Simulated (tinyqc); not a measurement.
## Punch-through p+-n junction, ionisation integral and breakdown: effect of the drift doping

A p+ layer at x < 0 and an n drift layer from x = 0 to L on an n+ substrate. Depletion approximation, built-in voltage neglected. Local ionisation coefficients alpha_n = an exp(-(bn/E)^mx), alpha_p = ap exp(-(bp/E)^mx). Electrons move towards +x, holes towards x = 0.

W = sqrt(2 eps0 eps_r V/(q N)), peak field E0 = q N W/(eps0 eps_r), falling linearly to 0 at W; if W > L the layer is punched through: W = L, E0 = V/L + q N L/(2 eps0 eps_r), falling linearly to E1 = V/L - q N L/(2 eps0 eps_r). G(x) = integral from 0 to x of (alpha_n - alpha_p); I_n = integral of alpha_n exp(-G) (electrons injected at x = 0), I_p = integral of alpha_p exp(G(end) - G) (holes injected at the far edge); M = 1/(1 - I). Integrals on a fine grid; BV is where I_n = 1. Specific on-resistance Ron = L/(q mu N) with constant mobility and full ionisation.

Values chosen for this exercise; material values close to those of silicon:
```
symbol   value        unit                                           meaning
eps_r     11.8                                         relative permittivity
an      7.24e5        1/cm  prefactor of the electron ionisation coefficient
bn      1.28e6        V/cm                      field constant for electrons
ap      1.49e6        1/cm      prefactor of the hole ionisation coefficient
bp      2.04e6        V/cm                          field constant for holes
mx           1                                                      exponent
mu        1430  cm^2/(V s)              electron mobility of the drift layer
L          5.8          um                      thickness of the drift layer
```

Constants: q = 1.602176634e-19 C, eps0 = 8.8541878128e-14 F/cm where lengths are in cm. Results are converted to the units shown.

Result of one run:
```
BV (V)	E0 at BV (kV/cm)	W at BV (um)	Ron (mohm cm^2)	BV^2/Ron (MW/cm^2)	eps0 eps_r mu E0^3/4 (MW/cm^2)
144	268	5.80	5.89	3.53	7.17
```

Which donor density of the drift layer N gave this result: 2.2e14, 4.3e14, 1.6e15, 1.1e16 or 2.2e16 cm^-3?

N = 4.3e14 cm^-3.

The whole series:
```
N (cm^-3)	BV (V)	E0 at BV (kV/cm)	W at BV (um)	Ron (mohm cm^2)	BV^2/Ron (MW/cm^2)	eps0 eps_r mu E0^3/4 (MW/cm^2)
2.2e14	145	260	5.80	11.5	1.83	6.55
4.3e14	144	268	5.80	5.89	3.53	7.17
8.3e14	142	282	5.80	3.05	6.61	8.35
1.6e15	135	305	5.80	1.58	11.6	10.6
3.1e15	115	337	5.80	0.817	16.3	14.2
5.9e15	77.3	374	4.13	0.429	13.9	19.5
1.1e16	51.6	417	2.47	0.230	11.6	27.1
2.2e16	33.6	476	1.41	0.115	9.82	40.3
```

BV falls from 145 to 33.6 V while the critical field rises from 260 to 476 kV/cm. BV goes as N^(-0.01) between the first two rows and N^(-0.62) between the last two (a coefficient proportional to E^7 gives -0.75 without punch-through). BV^2/Ron goes from 1.83 through a maximum of 16.3 (at N = 3.1e15 among the rows listed) to 9.82 MW/cm^2; the layer is punched through at breakdown in 5 of the 8 rows.

Computed by the program tinyqc: `OMP_NUM_THREADS=1 python tinyqc.py 2120127 2120128 out.jsonl`, one thread of a shared Intel Xeon 2.30GHz, about 0.09 s for the whole run.
